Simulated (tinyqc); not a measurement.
On-chip interconnect, size-dependent resistivity and RC delay: one step of the calculation.

A rectangular line between two neighbours and two ground planes. Surface and grain-boundary scattering are added to the bulk resistivity as corrections; capacitances are parallel-plate values without fringing; inductance is ignored.

Question. Ladder and Elmore delays. 6 equal pi sections: series Rs = r Lw/6; node capacitances c Lw/6, halved at nodes 0 and 6, with Cl added to node 6; Rd feeds node 0. Elmore delay of node k: the sum, over the resistors on the path to k, of resistance times all capacitance downstream of it.

Values chosen for this exercise; metal values close to those of copper: line length Lw = 34 um; driver resistance Rd = 3800 ohm; load capacitance Cl = 0.67 fF.

r = 727.84509 ohm/um
c = 0.42500102 fF/um

Find: Rs; C; Elmore delay.

Answer.

Rs = 4124 ohm

| node | C (fF) | Elmore delay (ps) |
|---|---|---|
| 0 | 1.204 | 57.46 |
| 1 | 2.408 | 114.9 |
| 2 | 2.408 | 162.3 |
| 3 | 2.408 | 199.8 |
| 4 | 2.408 | 227.4 |
| 5 | 2.408 | 245.1 |
| 6 | 1.874 | 252.8 |

The far-end value equals Rd (c Lw + Cl) + r Lw (c Lw/2 + Cl) for any number of pi sections; the line resistance contributes 77.3 % of it.

Range of the model: The metal width is under the mean free path, where the thick-limit surface term and the simple sum of corrections lose accuracy.

Program tinyqc, `OMP_NUM_THREADS=1 python tinyqc.py 2100121 2100122 out.jsonl`; Intel Xeon 2.30GHz, shared host, one thread, about 0.01 s.
